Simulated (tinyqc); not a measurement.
Worked calculation: plane-wave Kohn-Sham cycle with exchange-only LDA in a layered model solid. One step of it, computed by the program tinyqc.

Question. Iteration 1: Hamiltonian at one k. H(m,m') = (k + G_m)^2/2 delta + V(G_m - G_m'), with V(-G) = V(G).

A solid whose potential varies along x alone (atomic units):
```
parameter                      value
period a                    6.600000
cross-section of the cell  33.000000
electrons per cell                 2
grid points                       16
plane waves -n..n, n               3
k points                           2
V1 in V1 cos(2 pi x/a)     -0.160000
V2 in V2 cos(4 pi x/a)      0.180000
```

V(G_m), m = 0, 1, 2, ... (hartree): [-0.206212, -0.080000, 0.090000, 0.000000, 0.000000, 0.000000, 0.000000]

k = 0.250000 2 pi / a

Give: H.

Answer.

H (hartree), order -3, -2, -1, +0, +1, +2, +3:
```
[[3.221, -0.080, 0.090, 0.000, 0.000, 0.000, 0.000],
 [-0.080, 1.182, -0.080, 0.090, 0.000, 0.000, 0.000],
 [0.090, -0.080, 0.049, -0.080, 0.090, 0.000, 0.000],
 [0.000, 0.090, -0.080, -0.178, -0.080, 0.090, 0.000],
 [0.000, 0.000, 0.090, -0.080, 0.502, -0.080, 0.090],
 [0.000, 0.000, 0.000, 0.090, -0.080, 2.088, -0.080],
 [0.000, 0.000, 0.000, 0.000, 0.090, -0.080, 4.580]]
```
